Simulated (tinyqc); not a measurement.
# Changing the allowed failure fraction F

Model: time-dependent dielectric breakdown: cell percolation, Weibull statistics, area scaling and voltage extrapolation. Computed by tinyqc, a small Python program. Command: `OMP_NUM_THREADS=1 python tinyqc.py 3007837 3007838 out.jsonl tddb sweep`. One thread of a shared host (Intel(R) Xeon(R) Processor @ 2.30GHz), about 0.01 s of CPU time with the checks.

The oxide is divided into columns of area a^2, each holding m = t_ox/a cells (m is taken as continuous). A share lambda(t) = (t/t_1)^alpha of the cells is defective, and a column whose cells are all defective breaks down.

Inputs (values chosen for the exercise, for a model gate oxide): oxide thickness t_ox = 1.5 nm; defect cell size a = 1.1 nm; exponent alpha of defect growth = 0.9; time t_1 at which the occupied share would reach 1 = 1.6e+10 s; test area A = 30 um^2; product area A_u = 200000 um^2; stress voltage V = 2.43 V; use voltage V_u = 1.5 V; local exponent n = -d ln t/d ln V at the stress voltage = 26; activation energy E_a = 0.87 eV; stress temperature T = 125 C; use temperature T_u = 100 C.

Voltage law used: 1/E.

Constants: k_B = 8.617333262e-05 eV/K.

Method:
- Failure fraction F = 1 - (1 - lambda^m)^N with N = A/a^2 columns, which for small lambda^m is 1 - exp(-(t/t63)^beta) with beta = alpha m and t63 = t_1 N^(-1/beta); critical share lambda(t63) = N^(-1/m). 1 um^2 = 1e6 nm^2.
- All three voltage laws share the slope n at the stress voltage. Factor t(V_u)/t(V): E law exp(n (1 - V_u/V)); 1/E law exp(n (V/V_u - 1)); power law (V/V_u)^n.
- Temperatures in kelvin are T(C) + 273.15.
- Temperature factor exp[(E_a/k_B)(1/T_u - 1/T)]; area factor (A/A_u)^(1/beta); percentile factor (-ln(1 - F))^(1/beta); life = t63 x all four; 1 year = 3.15576e7 s.

One run for each value:
```
allowed failure fraction F  projected life (years)  percentile factor
1.00e-07                                3.9733e-05         1.9783e-06
1.00e-06                                2.5940e-04         1.2916e-05
1.00e-05                                1.6935e-03         8.4319e-05
1.00e-04                                1.1056e-02         5.5050e-04
1.00e-03                                7.2208e-02         3.5953e-03
1.00e-02                                4.7315e-01         2.3558e-02
1.00e-01                                3.2101e+00         1.5983e-01
5.00e-01                                1.4899e+01         7.4183e-01
```

What does the table show, and why?

Over the rows, projected life (years) rises from 3.97e-5 to 14.9 (exponent d ln y / d ln x 0.81 between the first rows and 0.95 between the last); percentile factor rises from 1.98e-6 to 0.742 (exponent d ln y / d ln x 0.81 between the first rows and 0.95 between the last). For small F the life scales as F^(1/beta), 1/beta = 0.815.

Caution (all rows): t_1 is an input here; in a real oxide it changes with thickness at fixed voltage.
